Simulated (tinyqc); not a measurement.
# A discretised effective-mass wire between two leads, recursive Green functions: two studies

Finite differences on a grid of step a give a chain with hopping -t, t = C/(m a^2), C = hbar^2/(2 m0), and site energies 2 t + U_i for the N = 8 sites of the device; the semi-infinite leads have site energy 2 t. Each slice is one site, and V = -t couples neighbouring slices.

Values chosen for this exercise: effective mass m = 0.031 m0; grid step a = 0.53 nm; potential on the sites 1 to N U = [0, 1.4, 1.4, 1.4, 0, 0, 0, 0] eV; energy above the band bottom of the leads E = 0.725 eV.

Constants: q = 1.602176634e-19 C, hbar = 1.054571817e-34 J s, m0 = 9.1093837015e-31 kg, hbar^2/(2 m0) = 0.0380998212 eV nm^2. Results are converted to the units shown.

Each table varies one quantity; the others keep the values above.

## The device repeated

Sigma = t^2 g(E - 2 t), g(x) = (x - i sqrt(4 t^2 - x^2))/(2 t^2) for |x| < 2 t and (x - sign(x) sqrt(x^2 - 4 t^2))/(2 t^2) otherwise; Gamma = i (Sigma - Sigma^dagger); both leads give the same. Forward pass: g_1 = (E - H_1 - Sigma)^(-1), g_i = (E - H_i - V g_(i-1) V^dagger)^(-1), with Sigma also subtracted on the last slice; G_(i,1) = g_i V G_(i-1,1), starting from g_1. H_i is the block of slice i, its site energy. T(E) = Tr[Gamma G_(N,1) Gamma G_(N,1)^dagger]. The list U is repeated k times, so the device has k N slices.

Result of one run:
```
k	T(E)	ln T(E)
8	0.6023	-0.5070
```

What becomes of these results when the number of repeats k is changed from 8 to 1, all else the same?

Result of the changed run:
```
k	T(E)	ln T(E)
1	0.3189	-1.143
```

The whole series:
```
k	T(E)	ln T(E)
1	0.3189	-1.143
2	0.1232	-2.094
3	0.07933	-2.534
4	0.07352	-2.610
5	0.09581	-2.345
6	0.1912	-1.655
8	0.6023	-0.5070
10	0.09218	-2.384
12	0.08120	-2.511
```

T(E) moves between 0.0735 and 0.602 and does not die away: at least one band of the periodic structure that the repeats form is open at this energy.

## Convergence with the grid step

A flat barrier of height U0 = 1.4 eV and width d = 2.12 nm is laid on n sites with a = d/n (U = U0 on each, N = n). The continuum value is 1/[1 + U0^2 sinh^2(K d)/(4 E (U0 - E))], K = sqrt(m (U0 - E)/C) (sin and k above the barrier).

Result of one run:
```
n	a (nm)	t (eV)	T(E)	error (%)
64	0.03313	1120	0.1586	6.30e-3
```

What becomes of these results when the number of sites across the barrier n is changed from 64 to 32, all else the same?

Result of the changed run:
```
n	a (nm)	t (eV)	T(E)	error (%)
32	0.06625	280.0	0.1586	0.0252
```

The whole series:
```
n	a (nm)	t (eV)	T(E)	error (%)
1	2.120	0.2735	0.1201	-24.3
2	1.060	1.094	0.1647	3.85
4	0.5300	4.375	0.1609	1.46
8	0.2650	17.50	0.1592	0.393
16	0.1325	70.01	0.1587	0.100
32	0.06625	280.0	0.1586	0.0252
64	0.03313	1120	0.1586	6.30e-3
```

The continuum value is 0.15857. The error goes from -24 % to 0.0063 %, and the last halving of a cuts it by a factor of 4.0: second order, since the lattice band 2 t (1 - cos ka) departs from the parabola at order (ka)^4.

Numbers from tinyqc (`OMP_NUM_THREADS=1 python tinyqc.py 2660034 2660035 out.jsonl`; about 0.01 s on one thread of a shared Intel Xeon 2.30GHz).
